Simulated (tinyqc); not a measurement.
## Depth and level of a trap from the time ratio

Question. For an oxide trap tc/te = exp(E/Vt) with E = E0 - dpsi - (xt/tox)(Vg - VT - dpsi), dpsi being the rise of the surface potential above its value at threshold. Find xt and E0, and the depth that would be read if dpsi were ignored.

Parameters, values chosen for the exercise: temperature T = 350 K; insulator thickness tox = 4.4 nm.

Constants: q = 1.602176634e-19 C, kB = 1.380649e-23 J/K, Vt = kB T/q. Results are converted to the units shown.

Vg - VT (V): [0.29, 0.44]
tc/te: [2.0686062, 0.22742650]
dpsi (V): [0.075014312, 0.089084975]

Answer. E + dpsi is a straight line in the oxide voltage Vg - VT - dpsi with slope -xt/tox and intercept E0. Ignoring dpsi assigns the motion of the bands to the trap and overstates its depth.

xt = 1.700 nm
E0 = 0.1800 eV
depth read without dpsi = 1.953 nm

Numbers from tinyqc (`OMP_NUM_THREADS=1 python tinyqc.py 2710076 2710077 out.jsonl`; about 0.01 s on one thread of a shared Intel Xeon 2.30GHz).
